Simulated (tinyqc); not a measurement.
## Long-channel MOSFET, surface-potential model: effect of the temperature

n-channel transistor on a uniformly doped p-type body, gradual-channel approximation, constant mobility, Boltzmann statistics, full ionisation. Potentials are counted from the neutral body; V is the electron quasi-Fermi potential, Vsb at the source and Vsb + Vds at the drain. Charges are magnitudes per area.

Nc and Nv are given at 273 K and scale as (T/273 K)^1.5; Eg, Vfb and mu are held fixed. ni = sqrt(Nc Nv) exp(-Eg/(2 Vt)), Eg in volts; phiF = Vt ln(Na/ni); Cox = eps0 eox/tox; gamma = sqrt(2 q eps0 eps_r Na)/Cox. The surface potential psi at channel potential V solves Vgs + Vsb - Vfb - psi = gamma sqrt(G), G = psi - Vt + Vt exp((psi - 2 phiF - V)/Vt). Charge sheet: Qi = Cox gamma [sqrt(G) - sqrt(psi - Vt)]; I = mu (W/L) [integral of Qi dpsi from psi_0 to psi_L (drift) + Vt (Qi0 - QiL) (diffusion)], with psi_0 at V = Vsb and psi_L at V = Vsb + Vds. VT = Vfb + 2 phiF + gamma sqrt(2 phiF + Vsb), m = 1 + gamma/(2 sqrt(2 phiF + Vsb)). The swing is 20 mV/log10[I(VT - 0.14 V)/I(VT - 0.16 V)] of the charge-sheet current at the given Vds.

Parameters, values chosen for the exercise; material values close to those of silicon: band gap Eg = 1.13 eV; relative permittivity of the semiconductor eps_r = 11.5; conduction-band density of states at the reference temperature Nc = 2.4e19 cm^-3; valence-band density of states at the reference temperature Nv = 2.28e19 cm^-3; acceptor density of the body Na = 1e16 cm^-3; relative permittivity of the gate insulator eox = 22.8; insulator thickness tox = 30 nm; flat-band voltage Vfb = -0.87 V; channel mobility mu = 130 cm^2/(V s); gate width W = 20 um; gate length L = 0.5 um; source-body reverse bias Vsb = 0.3 V; gate-source voltage Vgs = -0.01 V; drain-source voltage Vds = 1.2 V.

Constants: q = 1.602176634e-19 C, kB = 1.380649e-23 J/K, Vt = kB T/q, eps0 = 8.8541878128e-14 F/cm where lengths are in cm. Results are converted to the units shown.

The same in every row: gamma (V^0.5) = 0.08489.

Results:
```
T (K)	VT (V)	m	swing (mV/decade)	I at Vgs, Vds (uA)
220	0.06909	1.040	45.96	9.800e-4
250	0.02053	1.040	52.38	0.01781
280	-0.02905	1.041	58.87	0.1780
340	-0.1309	1.043	72.06	3.690
370	-0.1830	1.045	78.80	9.132
```

Estimate the missing row, T = 310 K.

Computed row:
```
T (K)	VT (V)	m	swing (mV/decade)	I at Vgs, Vds (uA)
310	-0.07954	1.042	65.42	1.039
```

With this row back in the table: As T goes from 220 to 370 K, VT falls from 0.0691 to -0.183 V, the swing rises from 46.0 to 78.8 mV a decade and the current rises from 9.80e-4 to 9.13 uA. The swing is 1.3 % above m Vt ln 10 in the first row and 2.8 % above it in the last. The gate voltage is below VT in 2 of the 6 rows. In every row the mobility is held fixed, though a real channel mobility changes with T and would alter the trend of the current.

tinyqc, about 0.03 s, one thread, Intel Xeon 2.30GHz (shared host): `OMP_NUM_THREADS=1 python tinyqc.py 2360014 2360015 out.jsonl`
